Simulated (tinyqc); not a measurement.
What each parameter does: quasiparticle equation with a plasmon-pole self-energy for two band edges.

For each edge E = e + X + Sc(E), with the correlation part Sc(E) = A[0]/(E - a + w) + A[1]/(E - b - w); a and b are the valence and conduction energies that enter the Green function (a = ev, b = ec in the one-shot scheme). Z = 1/(1 - dSc/dE), dSc/dE = -A[0]/(E - a + w)^2 - A[1]/(E - b - w)^2.

Inputs chosen for the exercise (scales of the order of those of GaAs; the results hold for these values, not for the real material):
```
symbol  value        unit  meaning
ev      0            eV    mean-field valence top
ec      0.52         eV    mean-field conduction edge
w       13.1         eV    pole energy
Av      (23.2, 8.5)  eV^2  weights of the valence state on the hole and electron poles
Ac      (8.8, 24.5)  eV^2  the same for the conduction state
Xv      -1.63        eV    exchange minus the mean-field potential, valence
Xc      1.95         eV    the same, conduction
```

Exact one-shot edges and Z of the valence state there.

One parameter was then changed.

Results before and after:
```
case     Ev (eV)  Ec (eV)  gap (eV)       Z
base     -0.4080   1.1274    1.5354  0.8423
changed  -0.4080   1.2106    1.6186  0.8423
```

Which of these changes was made? (a) Xv = -1.73 eV; (b) Xc = 2.05 eV; (c) Ac = (8.8, 25.72) eV^2; (d) Av = (24.36, 8.5) eV^2; (e) w = 13.76 eV; (f) ec = 0.62 eV.

Answer: (b) Xc = 2.05 eV. Of the candidates, run in turn, only this one gives the changed row.

All candidates:
```
case                    Ev (eV)  Ec (eV)  gap (eV)       Z
base                    -0.4080   1.1274    1.5354  0.8423
w = 13.76 eV            -0.4620   1.1874    1.6494  0.8545
Xv = -1.73 eV           -0.4922   1.1274    1.6196  0.8413
Xc = 2.05 eV            -0.4080   1.2106    1.6186  0.8423
ec = 0.62 eV            -0.4044   1.2238    1.6282  0.8428
Av = (24.36, 8.5) eV^2  -0.3314   1.1274    1.4588  0.8382
Ac = (8.8, 25.72) eV^2  -0.4080   1.0465    1.4545  0.8423
```

Program tinyqc; command `OMP_NUM_THREADS=1 python tinyqc.py 1881101 1881102 out.jsonl`; about 0.01 s on one thread of a shared Intel(R) Xeon(R) Processor @ 2.30GHz.
